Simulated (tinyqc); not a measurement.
Born-von Karman spring model of a cubic crystal with one atom per cell: one step, computed by the program tinyqc.

First neighbours lie at a/2 (1,1,0) (12 of them), second at a (1,0,0) (6), with all permutations and signs; the volume per atom is Omega = a^3/4. Two shells of springs match a real metal only roughly, above all at the zone boundary.

Question. Frequencies at the zone boundary. A neighbour at R with unit vector n couples by the matrix K(R) = kL n n^T + kT (1 - n n^T), and D(q) = (1/M) sum_R K(R) [1 - cos(q.R)]. An eigenvalue lambda of D in eV/(angstrom^2 u) gives nu = 15.6333042 THz x sqrt(lambda).

Inputs (values chosen for the exercise, modelled on nickel):
```
quantity                value           unit
atomic mass M           58.69              u
radial spring k1L        2.07  eV/angstrom^2
transverse spring k1T   -0.02  eV/angstrom^2
radial spring k2L       0.061  eV/angstrom^2
transverse spring k2T  -0.025  eV/angstrom^2
```

Lattice: fcc.

Constants: nu for 1 eV/(angstrom^2 u) = 15.6333042 THz.

Give: Frequencies (THz) at points given in 2 pi/a.

Answer.

Frequencies (THz) at points given in 2 pi/a:
```
point               nu 1   nu 2   nu 3
X (1, 0, 0)        5.786  5.786  8.264
L (0.5, 0.5, 0.5)  4.073  4.073  8.295
W (1, 0.5, 0)      5.873  7.104  7.104
K (0.75, 0.75, 0)  5.358  6.791  7.597
```
